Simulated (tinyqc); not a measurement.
RHF in the sto-6g basis, for H3-, spin multiplicity 1, step by step. The basis has no diffuse functions, so it cannot describe the extra electron: this is an exercise in the method, not the real anion. Computed by tinyqc, a small Python program that keeps every step (integrals from PySCF). Settings: charge = -1, multiplicity = 1, basis = sto-6g, energy threshold = 1e-09, iteration cap = 60, orthogonalisation = symmetric, start = random, DIIS depth = 3, DIIS from iteration = 3, method = RHF. Command: `OMP_NUM_THREADS=1 python tinyqc.py 29610 29611 out.jsonl` (the two numbers bound the seeds that draw the settings). One thread of a shared host (Intel(R) Xeon(R) Processor @ 2.60GHz), about 0.04 s of CPU time with the checks. Later iterations appear only in the table of the cycle.

## One-electron integrals

Geometry (angstrom):
```
atom         x         y          z
H     0.000000  0.000000   0.000000
H     0.000000  0.000000   0.940000
H     0.000000  0.918000  -0.202000
```

Basis sto-6g: exponents (1/bohr^2) and contraction coefficients of normalised primitives:
```
element  l (shell)   exponent  coefficient
H            s (1)  35.523221     0.009164
H            s (1)   6.513144     0.049361
H            s (1)   1.822143     0.168538
H            s (1)   0.625955     0.370563
H            s (1)   0.243077     0.416492
H            s (1)   0.100112     0.130334
```

Overlap, kinetic and nuclear-attraction integrals over the contracted functions; the nuclear repulsion is the sum of Za Zb / Rab.

nuclear repulsion = 1.48708923 hartree

overlap S, order 1H 1s, 2H 1s, 3H 1s:
```
[[1.000000, 0.532642, 0.532665],
 [0.532642, 1.000000, 0.269927],
 [0.532665, 0.269927, 1.000000]]
```

kinetic energy T (hartree), order 1H 1s, 2H 1s, 3H 1s:
```
[[0.768522, 0.134742, 0.134758],
 [0.134742, 0.768522, 0.012511],
 [0.134758, 0.012511, 0.768522]]
```

nuclear attraction V (hartree), order 1H 1s, 2H 1s, 3H 1s:
```
[[-2.321461, -1.118817, -1.118877],
 [-1.118817, -2.139991, -0.529070],
 [-1.118877, -0.529070, -2.140009]]
```

core Hamiltonian H = T + V (hartree), order 1H 1s, 2H 1s, 3H 1s:
```
[[-1.552939, -0.984075, -0.984119],
 [-0.984075, -1.371468, -0.516559],
 [-0.984119, -0.516559, -1.371487]]
```

## Two-electron integrals

Functions are numbered as in S; the eight-fold symmetry (ij|kl) = (ji|kl) = (kl|ij) leaves the list below.

Two-electron integrals (ij|kl) in chemists' order, unique and non-zero (hartree):
```
(11|11) 0.774999   (21|11) 0.337958   (21|21) 0.184331   (22|11) 0.497997
(22|21) 0.337958   (22|22) 0.774999   (31|11) 0.337976   (31|21) 0.150851
(31|22) 0.228126   (31|31) 0.184349   (32|11) 0.149675   (32|21) 0.080578
(32|22) 0.146055   (32|31) 0.080581   (32|32) 0.041649   (33|11) 0.498010
(33|21) 0.228119   (33|22) 0.353140   (33|31) 0.337976   (33|32) 0.146055
(33|33) 0.774999
```

## Orthogonalisation

S = U s U^T; symmetric (Loewdin) form X = U s^(-1/2) U^T, so that X^T S X = 1.

eigenvalues of S: [0.369682, 0.730073, 1.900245]

X, order 1H 1s, 2H 1s, 3H 1s:
```
[[1.266123, -0.319905, -0.319926],
 [-0.319905, 1.137170, -0.033175],
 [-0.319926, -0.033175, 1.137185]]
```

## Starting guess

The start is random orthonormal orbitals; D = 2 C_occ C_occ^T.

D at the start, order 1H 1s, 2H 1s, 3H 1s:
```
[[2.882992, -0.849267, -0.282652],
 [-0.849267, 2.185574, -1.069985],
 [-0.282652, -1.069985, 0.714899]]
```

## Iteration 1: building the Fock matrix

J_ij = sum D_kl (ij|kl), K_ij = sum D_kl (ik|jl); F = H + J - 0.5 K; E = tr D H + tr D J / 2 - 0.25 tr D K + E_nn.

Coulomb J (hartree), order 1H 1s, 2H 1s, 3H 1s:
```
[[2.593359, 1.305240, 1.181708],
 [1.305240, 2.366451, 0.583594],
 [1.181708, 0.583594, 1.870538]]
```

exchange K (hartree), order 1H 1s, 2H 1s, 3H 1s:
```
[[1.681063, 0.775836, 0.613709],
 [0.775836, 1.322878, 0.086686],
 [0.613709, 0.086686, 0.536066]]
```

Fock matrix F (hartree), order 1H 1s, 2H 1s, 3H 1s:
```
[[0.199888, -0.066753, -0.109266],
 [-0.066753, 0.333544, 0.023692],
 [-0.109266, 0.023692, 0.231018]]
```

total energy of this density = -0.27637718 hartree

## Iteration 1: diagonalisation and new density

Diagonalise F' = X^T F X, C = X C', fill 2 alpha and 2 beta electrons from the bottom; D = 2 C_occ C_occ^T. Each column has its largest component positive (the first on a tie).

F' = X^T F X (hartree):
```
[[0.525658, -0.317753, -0.342378],
 [-0.317753, 0.496496, 0.091991],
 [-0.342378, 0.091991, 0.395877]]
```

orbital energies (hartree): [0.057401, 0.361022, 0.999608]

coefficients C, order 1H 1s, 2H 1s, 3H 1s:
```
[[0.571237, 0.137056, 1.209406],
 [0.187939, 0.838997, -0.810777],
 [0.451237, -0.793930, -0.750137]]
```

D after iteration 1, order 1H 1s, 2H 1s, 3H 1s:
```
[[0.690192, 0.444694, 0.297902],
 [0.444694, 1.478474, -1.162599],
 [0.297902, -1.162599, 1.667878]]
```

## Iteration 2: building the Fock matrix

As before.

Coulomb J (hartree), order 1H 1s, 2H 1s, 3H 1s:
```
[[2.255713, 1.179852, 1.190884],
 [1.179852, 2.175411, 0.585678],
 [1.190884, 0.585678, 2.223082]]
```

exchange K (hartree), order 1H 1s, 2H 1s, 3H 1s:
```
[[1.266080, 0.901373, 0.894128],
 [0.901373, 1.351482, 0.333916],
 [0.894128, 0.333916, 1.414845]]
```

Fock matrix F (hartree), order 1H 1s, 2H 1s, 3H 1s:
```
[[0.069734, -0.254909, -0.240299],
 [-0.254909, 0.128202, -0.097840],
 [-0.240299, -0.097840, 0.144173]]
```

total energy of this density = -1.16875849 hartree

## Iteration 2: diagonalisation and new density

As before.

F' = X^T F X (hartree):
```
[[0.520807, -0.446400, -0.430747],
 [-0.446400, 0.360826, 0.045131],
 [-0.430747, 0.045131, 0.370541]]
```

orbital energies (hartree): [-0.157115, 0.320777, 1.088512]

coefficients C, order 1H 1s, 2H 1s, 3H 1s:
```
[[0.521062, 0.004158, 1.239450],
 [0.378857, -0.814139, -0.768271],
 [0.340549, 0.840513, -0.757765]]
```

D after iteration 2, order 1H 1s, 2H 1s, 3H 1s:
```
[[0.543045, 0.388045, 0.361885],
 [0.388045, 1.612710, -1.110550],
 [0.361885, -1.110550, 1.644873]]
```

## Iteration 3: building the Fock matrix

As before.

Coulomb J (hartree), order 1H 1s, 2H 1s, 3H 1s:
```
[[2.217608, 1.177049, 1.178888],
 [1.177049, 2.204148, 0.585417],
 [1.178888, 0.585417, 2.211986]]
```

exchange K (hartree), order 1H 1s, 2H 1s, 3H 1s:
```
[[1.193208, 0.891799, 0.890140],
 [0.891799, 1.414658, 0.350777],
 [0.890140, 0.350777, 1.424805]]
```

Fock matrix F (hartree), order 1H 1s, 2H 1s, 3H 1s:
```
[[0.068065, -0.252925, -0.250302],
 [-0.252925, 0.125351, -0.106531],
 [-0.250302, -0.106531, 0.128096]]
```

total energy of this density = -1.17826993 hartree

## Iteration 3: diagonalisation and new density

As before.

F' = X^T F X (hartree):
```
[[0.520912, -0.439333, -0.436489],
 [-0.439333, 0.355951, 0.037258],
 [-0.436489, 0.037258, 0.357553]]
```

orbital energies (hartree): [-0.165088, 0.319500, 1.080004]

coefficients C, order 1H 1s, 2H 1s, 3H 1s:
```
[[0.512610, 0.000477, 1.242976],
 [0.368388, -0.825133, -0.761605],
 [0.361748, 0.829981, -0.759548]]
```

D after iteration 3, order 1H 1s, 2H 1s, 3H 1s:
```
[[0.525538, 0.376891, 0.371663],
 [0.376891, 1.633108, -1.103163],
 [0.371663, -1.103163, 1.639461]]
```

## Iteration 7 (converged): orbitals

converged F (hartree), order 1H 1s, 2H 1s, 3H 1s:
```
[[0.067987, -0.252015, -0.252030],
 [-0.252015, 0.125441, -0.107749],
 [-0.252030, -0.107749, 0.125419]]
```

As before.

F' = X^T F X (hartree):
```
[[0.520935, -0.437632, -0.437662],
 [-0.437632, 0.355449, 0.036060],
 [-0.437662, 0.036060, 0.355452]]
```

orbital energies (hartree): [-0.166078, 0.319391, 1.078524]

coefficients C, order 1H 1s, 2H 1s, 3H 1s:
```
[[0.511319, 0.000002, 1.243508],
 [0.365844, 0.827586, -0.760168],
 [0.365882, -0.827543, -0.760228]]
```

D after iteration 7, order 1H 1s, 2H 1s, 3H 1s:
```
[[0.522894, 0.374129, 0.374161],
 [0.374129, 1.637479, -1.102015],
 [0.374161, -1.102015, 1.637395]]
```

## Convergence

Stop when the energy changes by less than 1e-09 hartree and every element of the error matrix X^T (F D S - S D F) X is below 9e-06.

Course of the cycle:
```
iteration  E (hartree)     change  largest element of the error matrix
1          -0.27637718          -                             7.87e-01
2          -1.16875849  -8.92e-01                             1.19e-01
3          -1.17826993  -9.51e-03                             1.61e-02
4          -1.17844708  -1.77e-04                             2.40e-03
5          -1.17845137  -4.29e-06                             7.55e-05
6          -1.17845138  -9.98e-09                             1.06e-06
7          -1.17845138  -1.58e-12                             3.04e-10
```

PySCF RHF in the same basis = -1.17845138 hartree

Converged in 7 iterations.

## Populations, bond orders and dipole

Mulliken: Z minus the diagonal of D S on the atom; Loewdin: the same with S^(1/2) D S^(1/2); Mayer order: 2 sum_s sum (D(s) S)_ij (D(s) S)_ji over the two atoms.

Charges (e):
```
atom   Mulliken    Loewdin
1H     0.078527   0.103989
2H    -0.539293  -0.552024
3H    -0.539234  -0.551965
```

Mayer bond orders:
```
pair     order
2-1   0.496885
3-1   0.496948
3-2   0.212278
```

dipole moment about the origin, x y z (debye): [0.000000, -2.377669, -1.911722]
